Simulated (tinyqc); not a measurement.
Segment and feed resistance from two drops.

Problem. A rail is fed at one end through Rq; K loads of Ij follow, each after a segment Rs. The drop at load j is K Ij Rq + Rs Ij sum_(l=1..j) (K - l + 1). Find Rs, Rq and the worst drop, at the middle, if the rail were fed through Rq at both ends: K Ij Rq/2 + Rs Ij K^2/8 with the load taken as continuous.

Values chosen for this exercise: number of equal loads K = 20; current of each load Ij = 0.41 mA.

drops at the first and at the last load (mV): [5.3792000, 12.857600]

Answer. The difference of the two drops is Rs Ij K (K - 1)/2, which gives Rs; the first drop then gives Rq.

Rs = 0.09600 ohm
Rq = 0.5600 ohm
drop at the middle with two feeds = 4.264 mV

tinyqc, about 0.1 s, one thread, Intel Xeon 2.30GHz (shared host): `OMP_NUM_THREADS=1 python tinyqc.py 2770101 2770102 out.jsonl`
